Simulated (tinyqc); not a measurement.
# Trench capacitor in an array: capacitance, non-linearity, leakage and relaxation: what changes with what

A film between two metal electrodes, each interface adding a series capacitance ci. The small-signal permittivity is ek (1 + aq E^2); the field is found with the linear permittivity. Leakage J = J0 sinh(E/Ef). After a voltage step the film passes a relaxation current kr C V tt^(-nr), tt being the time in seconds. The sidewall is a coaxial capacitor with radii a = dm/2 - t and b = dm/2, depth AR dm; the end face is left out.

Parameters, values chosen for the exercise; permittivity of the order of that of silicon nitride:
```
symbol,value,unit,meaning
ek,7.48,,relative permittivity of the film
t,9.5,nm,film thickness
ci,1000,uF/cm^2,capacitance of each electrode interface (dead layer and screening)
aq,0.0033,cm^2/MV^2,quadratic field coefficient of the permittivity
V,0.6,V,bias
nr,0.929,,exponent of the relaxation current
kr,0.00073,,strength of the relaxation
J0,4.4e-11,A/cm^2,leakage prefactor
Ef,0.28,MV/cm,field for an e-fold rise of the leakage
dm,88,nm,diameter of the hole
pt,180,nm,pitch of the square array
rho,160,uohm cm,resistivity of the inner electrode
t0,1e-8,s,duration of the write pulse
```

Constants: eps0 = 8.8541878128e-14 F/cm where lengths are in cm. Results are converted to the units shown.

Each table varies one quantity; the others keep the values above.

## Capacitance, non-linearity and leakage against thickness

Planar film: Cf = eps0 ek/t, 1/C = 1/Cf + 2/ci, EOT = 3.9 eps0/C, effective permittivity C t/eps0, E = (V/t) C/Cf; quadratic coefficient [C(V)/C - 1]/V^2 with Cf (1 + aq E^2) in C(V).

Capacitance, non-linearity and leakage against thickness:
```
t (nm)	C (uF/cm^2)	EOT (nm)	effective permittivity	E (MV/cm)	quadratic coefficient (ppm/V^2)	J (A/cm^2)
2.5	2.6352	1.3104	7.4406	2.3874	51964	1.1100e-7
3.7	1.7836	1.9361	7.4533	1.6158	23847	7.0577e-9
5.5	1.2013	2.8746	7.4620	1.0883	10831	1.0721e-9
8.2	0.80637	4.2823	7.4679	0.73053	4884.1	2.9727e-10
12	0.55130	6.2636	7.4718	0.49945	2284.1	1.2725e-10
18	0.36767	9.3919	7.4745	0.33309	1016.3	6.5591e-11
27	0.24517	14.084	7.4763	0.22211	452.01	3.8681e-11
40	0.16552	20.863	7.4775	0.14995	206.05	2.4706e-11
60	0.11036	31.290	7.4783	0.099978	91.606	1.6047e-11
```

Read the table: what changes, and by how much?

C falls from 2.64 to 0.110 uF/cm^2 while the effective permittivity goes from 7.44 to 7.48 (ek = 7.48). EOT is a straight line in t with slope 3.9/ek = 0.521 and intercept 0.00691 nm. The quadratic coefficient goes as t^(-1.99) between the first two rows and t^(-2.00) between the last two (-2 without interfaces), and J falls by 3.84 decades. For t = 2.5, 3.7 direct tunnelling, left out, would add to the leakage.

## Cell against the aspect ratio

Per length 1/c = ln(b/a)/(2 pi eps0 ek) + (1/a + 1/b)/(2 pi ci); cell capacitance c AR dm; per footprint over pt^2; fields c V/(2 pi eps0 ek r) at r = a and b; resistance of the inner electrode rho AR dm/(pi a^2); time constant R C/3 of the distributed line.

The same in every row: field at a (MV/cm) = 0.7140; field at b (MV/cm) = 0.5598.

Result of one run:
```
AR	cell capacitance (fF)	per footprint (uF/cm^2)	R (kohm)	R C/3 (ps)
5	0.7517	2.320	0.1883	0.04718
```

What becomes of these results when the aspect ratio, depth over diameter AR is changed from 5 to 20, all else the same?

Result of the changed run:
```
AR	cell capacitance (fF)	per footprint (uF/cm^2)	R (kohm)	R C/3 (ps)
20	3.007	9.280	0.7531	0.7548
```

The whole series:
```
AR	cell capacitance (fF)	per footprint (uF/cm^2)	R (kohm)	R C/3 (ps)
5	0.7517	2.320	0.1883	0.04718
10	1.503	4.640	0.3765	0.1887
20	3.007	9.280	0.7531	0.7548
30	4.510	13.92	1.130	1.698
50	7.517	23.20	1.883	4.718
70	10.52	32.48	2.636	9.246
100	15.03	46.40	3.765	18.87
```

As AR goes from 5 to 100, the cell capacitance rises from 0.752 to 15.0 fF, the capacitance per footprint rises from 2.32 to 46.4 uF/cm^2, the ratio of the two fields stays at 1.28 and R C/3 rises from 0.0472 to 18.9 ps; the time constant goes as AR^(2.00) between the first two rows and AR^(2.00) between the last two.

## Charge lost after writing

Planar film: Cf = eps0 ek/t, 1/C = 1/Cf + 2/ci, EOT = 3.9 eps0/C, effective permittivity C t/eps0, E = (V/t) C/Cf. A capacitor written for t0 and then left open loses, as a share of C V, kr (tt^(1 - nr) - t0^(1 - nr))/(1 - nr) by relaxation and J tt/(C V) by leakage; both are taken as small, and rows far outside that range are left out.

The same in every row: leakage current (nA/cm^2) = 0.2069.

Result of one run:
```
tt (s)	relaxation current (nA/cm^2)	loss by relaxation (%)	loss by leakage (%)	total loss (%)
0.01	21.99	0.4634	4.954e-4	0.4639
```

What becomes of these results when the time since the start of the write pulse tt is changed from 0.01 to 0.0001 s, all else the same?

Result of the changed run:
```
tt (s)	relaxation current (nA/cm^2)	loss by relaxation (%)	loss by leakage (%)	total loss (%)
0.0001	1586	0.2566	4.954e-6	0.2566
```

The whole series:
```
tt (s)	relaxation current (nA/cm^2)	loss by relaxation (%)	loss by leakage (%)	total loss (%)
1e-6	1.143e5	0.1075	4.954e-8	0.1075
1e-5	1.346e4	0.1760	4.954e-7	0.1760
0.0001	1586	0.2566	4.954e-6	0.2566
0.001	186.7	0.3516	4.954e-5	0.3516
0.01	21.99	0.4634	4.954e-4	0.4639
0.1	2.589	0.5951	0.004954	0.6000
1	0.3049	0.7502	0.04954	0.7997
10	0.03591	0.9328	0.4954	1.428
100	0.004229	1.148	4.954	6.102
```

The two currents are equal at tt = 1.52 s. The loss by relaxation grows from 0.108 to 1.15 %, by 0.0685 points over the first decade and 0.215 over the last, while the loss by leakage grows tenfold a decade. Leakage is the larger loss for tt = 100 s. For tt = 100 the falling voltage would already cut the leakage, so the linear estimate overstates the loss.

Program tinyqc, `OMP_NUM_THREADS=1 python tinyqc.py 2102187 2102188 out.jsonl`; Intel Xeon 2.30GHz, shared host, one thread, about 0.01 s.
